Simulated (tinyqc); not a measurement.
From one set of inputs to another, one input at a time: global model of a low-pressure process discharge: electron temperature, density, ion flux and ion energy. Computed by tinyqc, a small Python program. Command: `OMP_NUM_THREADS=1 python tinyqc.py 3112306 3112307 out.jsonl plasma ladder`. One thread of a shared host (Intel(R) Xeon(R) Processor @ 2.30GHz), about 0.01 s of CPU time with the checks.

Maxwellian electrons with temperature T_e in eV, one positive ion, no negative ions, uniform bulk density n; rate constants have the Arrhenius form.

The inputs printed are set A. Inputs not listed in the table keep their values of set A, so the rows need not describe a real material.

Inputs (values chosen for the exercise, of the order of those of an inductive discharge in a simple atomic gas):
```
quantity,value,unit
ion mass M,40,u
ionisation prefactor K0,5.1e-14,m^3/s
ionisation energy E_iz,13.3,eV
excitation prefactor X0,1.2e-14,m^3/s
excitation energy E_ex,10.4,eV
elastic rate constant K_el,6e-14,m^3/s
ion-neutral cross section,1.1e-18,m^2
pressure p,8.8,Pa
gas temperature T_g,300,K
radius R,22,cm
height L,5.4,cm
absorbed power P,770,W
bias power P_b,170,W
radius of the biased electrode,5,cm
bias frequency,60,MHz
```

Constants: k_B = 1.380649e-23 J/K; e = 1.602176634e-19 C; u = 1.6605390666e-27 kg; m_0 = 9.1093837015e-31 kg; eps_0 = 8.8541878128e-12 F/m.

Method:
- n_g = p/(k_B T_g); lambda_i = 1/(n_g sigma); h_L = 0.86/sqrt(3 + L/(2 lambda_i)), h_R = 0.8/sqrt(4 + R/lambda_i); A_eff = 2 pi R^2 h_L + 2 pi R L h_R; d_eff = pi R^2 L/A_eff.
- Particle balance: K0 exp(-E_iz/T_e) n_g d_eff = u_B, u_B = sqrt(e T_e/M).
- Root found by bracketing.
- E_c = E_iz + (X0 exp(-E_ex/T_e) E_ex + K_el (3 m_0/M) T_e)/K_iz; wall potential V_s = (T_e/2) ln(M/(2 pi m_0)); E_T = E_c + 2 T_e + T_e/2 + V_s; n = P/(e u_B A_eff E_T); ion current density J = e h_L n u_B; ionised share n/n_g.
- All bias power goes to ions: V_b = P_b/(J pi r^2). Debye length at the sheath edge lambda_D = sqrt(eps_0 T_e/(e h_L n)); Child-law sheath s = (sqrt2/3) lambda_D (2 V/T_e)^(3/4), V = V_b + V_s; ion transit time tau_i = 3 s sqrt(M/(2 e V)); collisions in the sheath s/lambda_i.

Each row keeps all changes above it:
```
input moved,from,to,plasma density n (1/cm^3),bias voltage V_b (V),sheath width s (mm)
set A,-,-,1.7181e+12,405.43,1.1635
ionisation prefactor K0 (m^3/s),5.1e-14,5.8e-14,1.8128e+12,386.98,1.0981
bias power P_b (W),170,49,1.8128e+12,111.54,0.4450
radius R (cm),22,10,7.5434e+12,26.58,0.0838
excitation prefactor X0 (m^3/s),1.2e-14,1.7e-14,6.4313e+12,31.17,0.1000
ionisation energy E_iz (eV),13.3,14,5.0186e+12,38.88,0.1292
height L (cm),5.4,9.2,4.8794e+12,53.30,0.1848
absorbed power P (W),770,190,1.2040e+12,216.01,0.9966
```

Plasma density n goes from 1.72e12 to 1.20e12, a factor 0.701 in all. The largest single move comes from radius R (a factor 4.16), but it runs against the net change; the largest move in the direction of the net change is absorbed power P (a factor 0.247). Bias voltage V_b goes from 405 to 216, a factor 0.533 in all. The largest single move comes from radius R (a factor 0.238), and absorbed power P works against it (a factor 4.05). Sheath width s goes from 1.16 to 0.997, a factor 0.857 in all. The largest single move comes from absorbed power P (a factor 5.39), but it runs against the net change; the largest move in the direction of the net change is radius R (a factor 0.188). The single moves hold for this order of the switches; the total does not depend on the order.

Caution (all rows): at so short an ion path the formulas for h_L and h_R give way to the ambipolar-diffusion limit.

Extremes, crossings and ranges named in words are read from the listed rows.
